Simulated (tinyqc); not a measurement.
Input admittance of a MOSFET at zero drain bias: distributed channel and distributed gate: one step of the calculation.

Source and drain grounded, strong inversion, w = 2 pi f, Cox = eps0 eox/tox. The channel is an RC line of resistance 1/(mu Cox Vo) per square fed from both ends, so one finger has the intrinsic admittance y = i w Cox L tanh(g)/g per width, g = (1/2) sqrt(i w tau), tau = L^2/(mu Vo). The vertical resistance rv/L is in series with y, the overlaps 2 i w Cov in parallel: y_t = 1/(1/y + rv/L) + 2 i w Cov. The gate strip is a line of Rsh/L per length loaded by y_t, so a finger has Y = y_t Wf tanh(k)/k, k = (Wf/sd) sqrt(y_t Rsh/L); the device has Nf Y.

Task. Low-frequency resistances and capacitance. Low-frequency limits, with c = Cox L and ct = c + 2 Cov: R_strip = Rsh Wf/(3 sd^2 L Nf), R_ch = (c/ct)^2 L/(12 mu Cox Vo Wf Nf), R_vert = (c/ct)^2 rv/(L Wf Nf), C = ct Wf Nf.

Parameters, values chosen for the exercise; values of the order met in silicon radio-frequency transistors:
- eox = 9.16 (relative permittivity of the gate insulator (close to aluminium oxide))
- tox = 15 nm (insulator thickness)
- L = 0.8 um (channel length)
- Wf = 14 um (finger width)
- Nf = 8 (number of fingers)
- mu = 420 cm^2/(V s) (channel mobility)
- Vo = 0.49 V (gate overdrive)
- Rsh = 33 ohm/square (sheet resistance of the gate)
- rv = 4.3 ohm um^2 (vertical resistivity of the gate stack)
- sd = 2 (number of ends at which a finger is contacted)
- Cov = 0.23 fF/um (overlap and fringe capacitance on each side)

Constants: eps0 = 8.8541878128e-14 F/cm where lengths are in cm. Results are converted to the units shown.

Find: parts; sum; C; 1/(2 pi R C).

Result.

parts (ohm): strip 6.0156, channel 4.3703, vertical 0.039208
sum = 10.425 ohm
C = 535.98 fF
1/(2 pi R C) = 28.483 GHz

The strip term is the largest, 57.7 % of the sum.

Computed by the program tinyqc: `OMP_NUM_THREADS=1 python tinyqc.py 2262012 2262013 out.jsonl`, one thread of a shared Intel Xeon 2.30GHz, about 0.01 s for the whole run.
